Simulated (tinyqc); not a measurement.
# Planar ballistic transistor, top-of-the-barrier model: effects of single changes

At the top of the source barrier, states moving towards the drain are filled by the source (Fermi level 0) and states moving back by the drain (Fermi level -q Vd); nothing scatters. U is the shift of the band edge there, set by the capacitances CG, CD and CS (the total) and by the charge. Parabolic two-dimensional band; the source is grounded.

Inputs (values chosen for the exercise); mass and valleys made up: temperature T = 150 K; effective mass m = 0.0526 m0; valley degeneracy gv = 2; relative permittivity of the gate insulator eox = 3.9; insulator thickness tox = 1.8 nm; gate control CG/CS aG = 0.75; drain control CD/CS aD = 0.103; band edge at the barrier top above the source Fermi level at zero bias E0 = 0.26 eV; drain voltage Vd = 0.8 V.

Constants: q = 1.602176634e-19 C, kB = 1.380649e-23 J/K, hbar = 1.054571817e-34 J s, m0 = 9.1093837015e-31 kg, Vt = kB T/q, eps0 = 8.8541878128e-14 F/cm where lengths are in cm. Results are converted to the units shown.

Each table varies one quantity; the others keep the values above.

## Effect of the band edge at the barrier top above the source Fermi level at zero bias

N0 = gv m kB T/(pi hbar^2), CG = eps0 eox/tox, vT = sqrt(2 kB T/(pi m)), CS = CG/aG, n0 = n at U = 0 and Vd = 0. eta1 = -(E0 + U)/Vt, eta2 = eta1 - Vd/Vt, n = (N0/2)[F_0(eta1) + F_0(eta2)], F_0(x) = ln(1 + exp x). U = UL + q (n - n0)/CS with UL = -(aG Vg + aD Vd), energies in eV. I = q (N0/2) vT [F_(1/2)(eta1) - F_(1/2)(eta2)] per width, F_(1/2)(x) = (2/sqrt(pi)) int_0^infinity u^(1/2)/(1 + exp(u - x)) du. CQ = (q/Vt) dn/d(eta1).

In this table Vg = 0.8 V, Vd = 0.8 V.

Results:

| E0 (eV) | eta1 | n (cm^-2) | I (uA/um) | mean velocity I/(q n) (cm/s) | CQ/CS |
|---|---|---|---|---|---|
| 0.1 | 18.96 | 5.385e12 | 4704 | 5.452e7 | 1.376 |
| 0.15 | 17.33 | 4.923e12 | 4114 | 5.216e7 | 1.376 |
| 0.2 | 15.71 | 4.461e12 | 3552 | 4.970e7 | 1.376 |
| 0.25 | 14.08 | 3.998e12 | 3018 | 4.711e7 | 1.376 |
| 0.35 | 10.82 | 3.074e12 | 2043 | 4.148e7 | 1.376 |
| 0.4 | 9.194 | 2.611e12 | 1606 | 3.839e7 | 1.376 |
| 0.45 | 7.566 | 2.149e12 | 1208 | 3.507e7 | 1.376 |

Estimate the missing row, E0 = 0.3 eV.

Computed row:

| E0 (eV) | eta1 | n (cm^-2) | I (uA/um) | mean velocity I/(q n) (cm/s) | CQ/CS |
|---|---|---|---|---|---|
| 0.3 | 12.45 | 3.536e12 | 2514 | 4.438e7 | 1.376 |

With this row back in the table: As E0 goes from 0.1 to 0.45 eV, n falls from 5.39e12 to 2.15e12 cm^-2, the mean velocity falls from 5.45e7 to 3.51e7 cm/s and the current falls from 4700 to 1210 uA/um. CQ/CS stays near 1.4.

## Transfer curve

Same model as above.

CQ = (q/Vt) dn/d(eta1).

Transfer curve:

| Vg (V) | eta1 | n (cm^-2) | I (uA/um) | mean velocity I/(q n) (cm/s) | CQ/CS |
|---|---|---|---|---|---|
| 0 | -13.74 | 3.064e5 | 8.142e-5 | 1.659e7 | 1.485e-6 |
| 0.12 | -6.779 | 3.230e8 | 0.08585 | 1.659e7 | 0.001564 |
| 0.25 | -0.1127 | 1.813e11 | 52.79 | 1.817e7 | 0.6494 |
| 0.38 | 3.479 | 9.967e11 | 408.8 | 2.560e7 | 1.335 |
| 0.5 | 6.426 | 1.825e12 | 953.3 | 3.259e7 | 1.374 |
| 0.62 | 9.357 | 2.657e12 | 1648 | 3.871e7 | 1.376 |
| 0.75 | 12.53 | 3.559e12 | 2539 | 4.452e7 | 1.376 |
| 0.88 | 15.71 | 4.461e12 | 3552 | 4.970e7 | 1.376 |
| 1 | 18.64 | 5.293e12 | 4584 | 5.406e7 | 1.376 |

The current rises from 8.14e-5 to 4580 uA/um. Between the first two rows the swing is 39.7 mV a decade, against Vt ln 10/aG = 39.7. CQ/CS goes from 1.5e-6 to 1.4, so a volt on the gate moves the band edge by 0.75 eV in the first row and 0.32 eV in the last. The mean velocity rises from 1.66e7 to 5.41e7 cm/s.

## Effect of the valley degeneracy

Same model as above.

CQ = (q/Vt) dn/d(eta1). E0 is held fixed.

In this table Vg = 0.8 V, Vd = 0.8 V.

Effect of the valley degeneracy:

| gv | eta1 | n (cm^-2) | I (uA/um) | mean velocity I/(q n) (cm/s) | CQ/CS |
|---|---|---|---|---|---|
| 1 | 19.36 | 2.749e12 | 2426 | 5.508e7 | 0.6882 |
| 2 | 13.75 | 3.906e12 | 2915 | 4.658e7 | 1.376 |
| 3 | 10.66 | 4.543e12 | 2998 | 4.119e7 | 2.064 |
| 4 | 8.708 | 4.947e12 | 2966 | 3.743e7 | 2.752 |
| 6 | 6.370 | 5.429e12 | 2824 | 3.247e7 | 4.122 |

What does the table show?

As gv goes from 1 to 6, n rises from 2.75e12 to 5.43e12 cm^-2, the mean velocity falls from 5.51e7 to 3.25e7 cm/s and the current goes from 2430 through a maximum of 3000 (at gv = 3 among the rows listed) to 2820 uA/um. CQ/CS goes from 0.69 to 4.1.

tinyqc, about 0.01 s, one thread, Intel Xeon 2.30GHz (shared host): `OMP_NUM_THREADS=1 python tinyqc.py 2400007 2400008 out.jsonl`
